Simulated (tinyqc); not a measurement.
From results back to parameters: Koster-Slater impurity in an sp3s* host.

Problem. In the Koster-Slater model a defect shifts the s level of its site by Vs and the p levels by Vp; an A1 level solves 1/Vs = G_s(E) and a T2 level 1/Vp = G_p(E), E from the top of the valence band. A defect has an A1 level at E = 0.9894 eV, one of the energies of the table, and a T2 level at 0.1413 eV.

G(E) of the host (1/eV):

| E (eV) | G_s | G_p |
|---|---|---|
| 0.0000 | -0.0732066 | 0.0987637 |
| 0.1413 | -0.0856850 | 0.0641980 |
| 0.2827 | -0.0999742 | 0.0373589 |
| 0.4240 | -0.1167374 | 0.0132408 |
| 0.5654 | -0.1369971 | -0.0105140 |
| 0.7067 | -0.1624704 | -0.0358821 |
| 0.8481 | -0.1964005 | -0.0655729 |
| 0.9894 | -0.2461516 | -0.1051011 |
| 1.1308 | -0.3354104 | -0.1718099 |

Find: Vs, Vp.

Solution. Read G_s and G_p at the two energies and invert them. Vs is attractive and pulls its level down from the conduction bands. Vp is repulsive and pushes its level up from the valence bands.

Vs, Vp (eV): -4.1  15.6

Program tinyqc; command `OMP_NUM_THREADS=1 python tinyqc.py 1480845 1480846 out.jsonl`; about 0.1 s on one thread of a shared Intel(R) Xeon(R) Processor @ 2.30GHz.
